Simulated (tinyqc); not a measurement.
What each parameter does: Wannier functions of a composite (isolated) pair of valence bands (bonds of an sp chain).

Each atom has a hybrid pointing left (<) and right (>). H(k): diagonal +V3 on A, -V3 on B; <A<|A>> = -V1a, <B<|B>> = -V1b, <A>|B<> = -V2, <B>|A<> = -V2p exp(ik); k in 1/a, Bloch sums with exp(ikR). The two lowest bands are filled. Trial functions in cell 0: g1 = cos(c) A> + sin(c) B<, and g2 = sin(c) B> + cos(c) A< of cell 1, whose Bloch vector has cos(c) exp(-ik) on A<. Projection A_mn = <psi_m|g_n>, S = A^+ A, Loewdin U = A S^(-1/2), Bloch-like states w_n = sum_m psi_m U_mn, H_W(k) = U^+ diag(E) U. P = sum_m |psi_m><psi_m| is free of phase choices, and S = g^+ P g, w = P g S^(-1/2).

Inputs chosen for the exercise: V2 = 4.16 eV (coupling in the bond A-B inside the cell); V2p = 3.35 eV (coupling in the bond to the next cell); V1a = 0.95 eV (coupling of the two hybrids on A); V1b = 1.51 eV (the same on B); V3 = 0.42 eV (A at +V3, B at -V3); c = 45 degrees (trial bonds cos(c) on A, sin(c) on B); xb = 0.57 a (position of B (A at 0)).

N = 12: centres, total spread (point-like hybrids at R and R + xb) and H_12(0).

One parameter was then changed.

Results before and after:

| case | centre 1 (a) | centre 2 (a) | total spread (a^2) | H_12(0) (eV) |
|---|---|---|---|---|
| base | 0.3146 | 0.7564 | 0.1336 | -0.8310 |
| changed | 0.3156 | 0.7552 | 0.1352 | -0.9406 |

Which of these changes was made? (a) V2 = 4.56 eV; (b) V3 = 0.82 eV; (c) V1a = 1.15 eV; (d) V1b = 1.71 eV; (e) xb = 0.62 a; (f) V2p = 3.75 eV.

Answer: (d) V1b = 1.71 eV. Of the candidates, run in turn, only this one gives the changed row.

All candidates:

| case | centre 1 (a) | centre 2 (a) | total spread (a^2) | H_12(0) (eV) |
|---|---|---|---|---|
| base | 0.3146 | 0.7564 | 0.1336 | -0.8310 |
| V2 = 4.56 eV | 0.3121 | 0.7565 | 0.1330 | -0.8281 |
| V2p = 3.75 eV | 0.3147 | 0.7594 | 0.1329 | -0.8275 |
| V1a = 1.15 eV | 0.3135 | 0.7573 | 0.1350 | -0.8279 |
| V1b = 1.71 eV | 0.3156 | 0.7552 | 0.1352 | -0.9406 |
| V3 = 0.82 eV | 0.3395 | 0.7329 | 0.1294 | -0.9070 |
| xb = 0.62 a | 0.3419 | 0.7842 | 0.1384 | -0.8310 |

(tinyqc, `OMP_NUM_THREADS=1 python tinyqc.py 1482535 1482536 out.jsonl`, Intel(R) Xeon(R) Processor @ 2.30GHz, 1 thread, shared host, about 0.2 s.)
